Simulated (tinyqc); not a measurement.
Inside a calculation. Model: p-n diode with diffusion and depletion-layer recombination.

tinyqc, about 0.01 s, one thread, Intel Xeon 2.30GHz (shared host): `OMP_NUM_THREADS=1 python tinyqc.py 2260001 2260002 out.jsonl` Printed values are rounded.

Abrupt junction in the depletion approximation, low injection, full ionisation, neutral widths fixed, ohmic contact on the p side. Vj is the junction voltage; where a series resistance Rs is given, V = Vj + J Rs is the terminal voltage.

Values chosen for this exercise; band and dielectric values close to those of silicon:
```
symbol    value        unit                                               meaning
T           350           K                                           temperature
Eg         1.14          eV                                              band gap
eps_r      11.7                                             relative permittivity
Nc      3.49e19       cm^-3                conduction-band density of states at T
Nv      3.39e19       cm^-3                   valence-band density of states at T
Na       1.6e16       cm^-3                                      acceptor density
Nd       1.5e16       cm^-3                                         donor density
mun        1100  cm^2/(V s)                       electron mobility in the p side
mup         380  cm^2/(V s)                           hole mobility in the n side
tn         2e-7           s                                     electron lifetime
tp         1e-6           s                                         hole lifetime
wp            3          um                           neutral width of the p side
wn           57          um                           neutral width of the n side
Sp          1e7        cm/s               recombination velocity at the n contact
Rs        0.033    ohm cm^2                                     series resistance
Et            0          eV                  trap level above the intrinsic level
Vj         0.46           V  junction voltage at which recombination is evaluated
V          0.52           V                                      terminal voltage
```

Constants: q = 1.602176634e-19 C, kB = 1.380649e-23 J/K, Vt = kB T/q, eps0 = 8.8541878128e-14 F/cm where lengths are in cm. Results are converted to the units shown.

## Diffusion lengths and saturation currents

ni = sqrt(Nc Nv) exp(-Eg/(2 Vt)), Eg in volts; D = mu Vt; Ln = sqrt(Dn tn), Lp = sqrt(Dp tp); J0n = q ni^2 Dn coth(wp/Ln)/(Ln Na); J0p = (q ni^2 Dp/(Lp Nd)) (s + tanh(wn/Lp))/(1 + s tanh(wn/Lp)), s = Sp Lp/Dp.

ni = 2.132425e11 cm^-3
Ln = 25.75917 um
Lp = 33.85418 um
J0n = 5.058337e-8 A/cm^2
J0p = 1.761649e-9 A/cm^2

wp/Ln = 0.12 and wn/Lp = 1.7; electrons carry 96.6 % of the diffusion current.

## Recombination in the depleted layer

ni = sqrt(Nc Nv) exp(-Eg/(2 Vt)), Eg in volts. Vbi = Vt ln(Na Nd/ni^2), W = sqrt(2 eps0 eps_r (Vbi - Vj)(1/Na + 1/Nd)/q), xp = W Nd/(Na + Nd), xn = W Na/(Na + Nd); u(x) = q Na (x + xp)^2/(2 eps0 eps_r) for x < 0 and Vbi - Vj - q Nd (xn - x)^2/(2 eps0 eps_r) for x > 0; p = Na exp(-u/Vt), n = Nd exp((u - Vbi + Vj)/Vt); U = ni^2 (exp(Vj/Vt) - 1)/(tp (n + ni exp(Et/Vt)) + tn (p + ni exp(-Et/Vt))); J_scr = q times the integral of U from -xp to xn. Trapezoid rule on 15 equal steps.

W = 189.5939 nm

| point | x (nm) | u (V) | n (cm^-3) | p (cm^-3) | U (cm^-3 s^-1) |
|---|---|---|---|---|---|
| 0 | -91.73896 | 0.0000000 | 1.194912e13 | 1.6e16 | 5.951860e19 |
| 1 | -79.09937 | 0.0019767 | 1.275847e13 | 1.498502e16 | 6.351654e19 |
| 2 | -66.45978 | 0.0079066 | 1.553054e13 | 1.231032e16 | 7.715797e19 |
| 3 | -53.82019 | 0.0177899 | 2.155261e13 | 8.870666e15 | 1.064544e20 |
| 4 | -41.18060 | 0.0316265 | 3.409874e13 | 5.606835e15 | 1.654256e20 |
| 5 | -28.54101 | 0.0494165 | 6.150382e13 | 3.108522e15 | 2.797308e20 |
| 6 | -15.90142 | 0.0711597 | 1.264711e14 | 1.511698e15 | 4.455858e20 |
| 7 | -3.26183 | 0.0968563 | 2.964869e14 | 6.448380e14 | 4.490987e20 |
| 8 | 9.37776 | 0.1243980 | 7.389052e14 | 2.587422e14 | 2.417292e20 |
| 9 | 22.01735 | 0.1484886 | 1.642393e15 | 1.164070e14 | 1.147623e20 |
| 10 | 34.65694 | 0.1688729 | 3.228480e15 | 5.921857e13 | 5.899745e19 |
| 11 | 47.29653 | 0.1855509 | 5.612439e15 | 3.406469e13 | 3.402183e19 |
| 12 | 59.93612 | 0.1985227 | 8.628548e15 | 2.215738e13 | 2.214534e19 |
| 13 | 72.57571 | 0.2077883 | 1.173158e16 | 1.629670e13 | 1.629182e19 |
| 14 | 85.21530 | 0.2133477 | 1.410612e16 | 1.355341e13 | 1.355056e19 |
| 15 | 97.85489 | 0.2152008 | 1.5e16 | 1.274573e13 | 1.274335e19 |

J_scr = 4.302496e-4 A/cm^2

With 2000 steps J_scr = 4.301e-4 A/cm^2; the coarse value is 0.030 % above it. U is largest at x = -3.26 nm among these points; the peak lies where tp n = tn p. On the fine grid U peaks at 4.885e20 cm^-3 s^-1, and J_scr/(q U_max) is 29.0 % of W, the effective width of the recombining zone.

## Starting value

Vj = Vt ln(V/(Rs J0)), the value at which all of V would drop over Rs.

Vj at the start = 0.5888186 V

## Iteration 1: new Vj

J0 = J0n + J0p = 5.234502e-8 A/cm^2

Diffusion current alone: J = J0 (exp(Vj/Vt) - 1), g = Vj + J Rs - V, g' = 1 + Rs J0 exp(Vj/Vt)/Vt, Vj(new) = Vj - g/g'.

J = 15.75758 A/cm^2
g = 0.5888186 V
g' = 18.24100
Vj after iteration 1 = 0.5565386 V

## Iteration 2: new Vj

As before.

J = 5.403542 A/cm^2
g = 0.2148555 V
g' = 6.912233
Vj after iteration 2 = 0.5254552 V

## Course of the iteration

Stop when the step is below 1e-10 V, or after 80 iterations.

Course of the iteration:

| iteration | Vj before the step (V) | step (V) |
|---|---|---|
| 1 | 0.5888186 | -0.0323 |
| 2 | 0.5565386 | -0.0311 |
| 3 | 0.5254552 | -0.0222 |
| 4 | 0.5032398 | -6.82e-3 |
| 5 | 0.4964239 | -4.00e-4 |
| 6 | 0.4960238 | -1.19e-6 |
| 7 | 0.4960227 | -1.03e-11 |

Converged in 7 iterations.
